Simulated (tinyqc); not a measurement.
Grain growth, pinning, strength and diffusional creep of a polycrystal or thin film: one step, computed by the program tinyqc.

One mean grain size d describes the structure.

Problem. Grain size after the anneal. dd/dt = 2 M gamma (1/d - 1/d_lim) integrates to 2 M gamma t = d_lim (d0 - d) + d_lim^2 ln[(d_lim - d0)/(d_lim - d)]; without pinning d^2 = d0^2 + 4 M gamma t.

Inputs (values chosen for the exercise, modelled on nickel):
```
quantity,value,unit
boundary energy gamma,0.78,J/m^2
anneal temperature T,720,K
anneal time t,12,s
initial grain size d0,140,nm
```

mobility M = 4.591064e-16 m^4/(J s)

limit d_lim = 208.7505 nm

Give: size without pinning; grain size d.

Solution.

size without pinning = 191.80 nm

grain size d = 156.63 nm

Pinning holds d to 82 % of the free value.
